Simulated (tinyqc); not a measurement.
## Drift exponent from two reads

Question. Ra = R0 (t/t0)^nu. Find nu, R0 and Ra after ten years (3.15576e8 s).

Values chosen for this exercise:
- t0 = 0.1 s (reference time)

Ra at t = 1 and 300 s, both at 300 K (Mohm): [1.6485088, 2.0828272]

Answer. ln Ra is linear in ln t with slope nu.

nu = 0.0410
R0 = 1.50 Mohm
Ra after ten years = 3.68 Mohm

Program tinyqc, `OMP_NUM_THREADS=1 python tinyqc.py 2880108 2880109 out.jsonl`; Intel Xeon 2.30GHz, shared host, one thread, about 0.01 s.
